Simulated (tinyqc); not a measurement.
# From growth rate G back to silane pressure p_S

Model: microkinetic model of low-temperature epitaxy from hydride gases: adsorption, hydrogen desorption and rate control. Computed by tinyqc, a small Python program. Command: `OMP_NUM_THREADS=1 python tinyqc.py 3021206 3021207 out.jsonl hepi inv`. One thread of a shared host (Intel(R) Xeon(R) Processor @ 2.30GHz), about 0.05 s of CPU time with the checks.

Each hydride molecule needs two free sites and leaves four hydrogen atoms, of which two leave at once as H2; theta is the hydrogen coverage, the site density is 6.78 per nm^2 and one layer is 1.358 angstrom thick.

Inputs (values chosen for the exercise, close to those used for silane and germane on Si(001)):
```
quantity                                           value  unit
sticking prefactor of silane s0                    0.083     -
adsorption barrier E_s                              0.11    eV
desorption prefactor nu_d                        7.3e+12   1/s
desorption energy on silicon E_d                    2.03    eV
hydrogen carrier pressure p_H                        150    Pa
sticking of hydrogen s_H                           2e-08     -
temperature T                                        580     C
germane pressure p_G                                0.58    Pa
sticking ratio of germane to silane r_G              2.8     -
lowering of E_d per unit germanium fraction, dE     0.49    eV
```

Film: silicon-germanium. Order of hydrogen desorption: first.

Constants: k_B = 8.617333262e-05 eV/K; u = 1.6605390666e-27 kg; k_B = 1.380649e-23 J/K.

Method:
- Flux per site F = p/(sqrt(2 pi M k_B T) x 6.78e18 per m^2), M = 32.12 u (silane), 76.63 u (germane), 2.016 u (hydrogen); s = s0 exp(-E_s/(k_B T)); k_S = s F_S, k_G = r_G s F_G; germanium fraction x = k_G/(k_S + k_G); k = k_S + k_G; k_H = s_H F_H; k_d = nu_d exp(-(E_d - dE x)/(k_B T)).
- Temperatures in kelvin are T(C) + 273.15.
- With k the hydride and k_H the hydrogen adsorption rate on free pairs and k_d the desorption rate, steady state: 2 (k + k_H)(1 - theta)^2 = k_d theta; growth rate R = k (1 - theta)^2 layers/s; 1 layer/s = 8.148 nm/min.
- With c = 2 (k + k_H)/k_d the free share is 1 - theta = 2/(1 + sqrt(1 + 4c)).

Problem. A run gave the result below. Find the silane pressure p_S, known to lie between 2 and 4.4 Pa.

growth rate G = 143.814 nm/min

Solution.

Each step takes the trial c = (a f_b - b f_a)/(f_b - f_a), f being the result less the target and a, b, c the logarithms of the listed values; c replaces end b, the old b replaces a if the sign of f changed, and otherwise f_a is halved.

Scan of the range:
```
silane pressure p_S (Pa)  growth rate G (nm/min)
2.00                                     178.906
2.28                                     157.728
2.60                                     138.971
2.97                                     122.455
3.38                                     108.650
3.86                                      96.558
4.40                                      86.457
```

False position (Illinois rule, in the logarithm of the input) inside the bracket:
```
step    end a    end b    trial  growth rate G (nm/min)
1     2.28000  2.60000  2.51331                 143.577
2     2.28000  2.51331  2.50524                 144.022
3     2.51331  2.50524  2.50900                 143.814
4     2.50524  2.50900  2.50900                 143.814
5     2.50524  2.50900  2.50900                 143.814
6     2.50900  2.50900  2.50900                 143.814
```

Growth rate G falls at every point of a 13-point scan of the range (every second point is shown), so one value fits; it is bracketed by 2.28 and 2.60. Answer: silane pressure p_S = 2.509 Pa.
